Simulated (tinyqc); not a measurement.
Plane-wave Kohn-Sham cycle with exchange-only LDA in a layered model solid, step by step. Computed by tinyqc, a small Python program that keeps every step. Settings: points = 16, plane-wave index or count = 3, electrons = 4, k points = 3, area = 26.0, mixing = 0.1, iteration cap = 76. Command: `OMP_NUM_THREADS=1 python tinyqc.py 21013 21014 out.jsonl` (the two numbers bound the seeds that draw the settings). One thread of a shared host (Intel(R) Xeon(R) Processor @ 2.60GHz), about 0.06 s of CPU time with the checks.

A solid whose potential varies along x alone (atomic units):

| parameter | value |
|---|---|
| period a | 10.000000 |
| cross-section of the cell | 26.000000 |
| electrons per cell | 4 |
| grid points | 16 |
| plane waves -n..n, n | 3 |
| k points | 3 |
| V1 in V1 cos(2 pi x/a) | -0.120000 |

Stop when sqrt(dV sum R^2) is below 1e-8, dV = a A/N.

Course of the cycle:

| iteration | E (hartree) | norm of the residual |
|---|---|---|
| 1 | -0.507572 | 7.62e-02 |
| 2 | -0.495538 | 6.06e-02 |
| 3 | -0.488230 | 4.83e-02 |
| 4 | -0.483834 | 3.86e-02 |
| 5 | -0.481206 | 3.10e-02 |
| 6 | -0.479641 | 2.52e-02 |
| 7 | -0.478708 | 2.07e-02 |
| 8 | -0.478152 | 1.71e-02 |
| 9 | -0.477818 | 1.43e-02 |
| 10 | -0.477616 | 1.22e-02 |
| 11 | -0.477492 | 1.04e-02 |
| ... | ... | ... |
| 66 | -0.477261 | 1.41e-05 |
| 67 | -0.477261 | 1.26e-05 |
| 68 | -0.477261 | 1.12e-05 |
| 69 | -0.477261 | 9.95e-06 |
| 70 | -0.477261 | 8.85e-06 |
| 71 | -0.477261 | 7.87e-06 |
| 72 | -0.477261 | 7.00e-06 |
| 73 | -0.477261 | 6.23e-06 |
| 74 | -0.477261 | 5.55e-06 |
| 75 | -0.477261 | 4.93e-06 |
| 76 | -0.477261 | 4.39e-06 |

Can the last value be used, and what does the course show?

Not by the stop rule, although the second column moves by less than 1e-07 over the last three steps. Not converged within 76 iterations: the residual falls steadily but slowly, by a factor of about 0.89 a step. At the k point shown the highest filled and lowest empty bands lie only 0.0005 hartree apart, so integer filling is fragile. Reruns (cap 100 unless said): mixing 0.5, Kerker q0 1.0: not converged; mixing 0.3, Pulay depth 5: converged in 9 (E = -0.47726); the original settings with a cap of 400: converged in 130 (E = -0.47726).
